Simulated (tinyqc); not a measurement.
# Lossy on-chip transmission line with skin effect: effects of single changes

A uniform line in a homogeneous dielectric: c = sqrt(er)/(c0 Z0), l = Z0 sqrt(er)/c0 (c0 = 299792458 m/s), g = w c td, w = 2 pi f. The resistance joins its limits as r = sqrt(r_dc^2 + r_hf^2), with r_dc = rho/(wd th), r_hf = kr rho/(2 delta (wd + th)), delta = sqrt(rho/(pi f mu0)), mu0 = 4 pi 1e-7 H/m; this is an interpolation, and internal inductance, up to 0.05 nH/mm at low frequency, is neglected.

Inputs (values chosen for the exercise): width of the strip wd = 5.7 um; thickness of the strip th = 0.66 um; resistivity rho = 2.9 uohm cm; relative permittivity er = 3; loss tangent td = 0.02; lossless impedance sqrt(l/c) Z0 = 50 ohm; factor for crowding and the return path kr = 1.2; length len = 0.38 mm; source resistance Rg = 50 ohm; load resistance RL = 1000 ohm; load capacitance CL = 100 fF; frequency f = 0.94 GHz.

Each table varies one quantity; the others keep the values above.

## Line properties against frequency

gamma = sqrt((r + i w l)(g + i w c)) = alpha + i beta, Zc = sqrt((r + i w l)/(g + i w c)), roots with positive real part; loss 8.685889638 alpha in dB; phase velocity w/beta. ZL = 1/(1/RL + i w CL); reflection (ZL - Zc)/(ZL + Zc); Zin = Zc (ZL + Zc tanh(gamma len))/(Zc + ZL tanh(gamma len)); H = V_load/V_source = [Zin/(Zin + Rg)]/[cosh(gamma len) + (Zc/ZL) sinh(gamma len)].

Line properties against frequency:
```
f (GHz)	r (ohm/mm)	r/(w l)	loss (dB/mm)	|Zc| (ohm)	phase velocity over c0	length in wavelengths	|H| (dB)
0.01	7.709	424.7	0.04636	1030	0.03997	3.171e-4	-0.4480
0.03	7.711	141.6	0.08012	594.9	0.06905	5.507e-4	-0.4481
0.09	7.715	47.23	0.1378	343.6	0.1187	9.609e-4	-0.4483
0.3	7.728	14.19	0.2459	188.6	0.2112	0.001801	-0.4492
0.8	7.761	5.345	0.3803	116.6	0.3245	0.003125	-0.4529
2	7.840	2.160	0.5320	77.13	0.4470	0.005672	-0.4713
7	8.158	0.6421	0.7005	54.50	0.5535	0.01603	-0.6846
20	8.933	0.2461	0.8338	50.74	0.5738	0.04418	-2.029
60	10.98	0.1008	1.142	50.12	0.5769	0.1318	-7.345
```

Read the table: what changes, and by how much?

r equals w l at 4.40 GHz: below it |Zc| and the delay grow as in an RC line, above it |Zc| tends to Z0 = 50 ohm and the velocity to 1/sqrt(er) = 0.577 c0. The loss goes as f^(0.50) between the first two rows and f^(0.29) between the last two. |H| is -0.448 dB in the first row and -7.34 dB in the last; between rows it can pass through resonances that the table doesn't show.

## Effect of the load resistance

Same model as above.

The same in every row: r (ohm/mm) = 7.771; r/(w l) = 4.554; loss (dB/mm) = 0.4061; |Zc| (ohm) = 108.0; phase velocity over c0 = 0.3459; length in wavelengths = 0.003445.

Effect of the load resistance:
```
RL (ohm)	|H| (dB)
10	-15.98
25	-9.879
50	-6.276
75	-4.643
150	-2.630
500	-0.8801
10000	-0.05260
```

What does the table show?

As RL goes from 10 to 10000, the loss stays at 0.406 dB/mm, |Zc| stays at 108 ohm and |H| goes from -16.0 to -0.0526 dB, with its highest value among the rows, -0.0526 dB, at RL = 10000.

Numbers from tinyqc (`OMP_NUM_THREADS=1 python tinyqc.py 2810179 2810180 out.jsonl`; about 0.01 s on one thread of a shared Intel Xeon 2.30GHz).
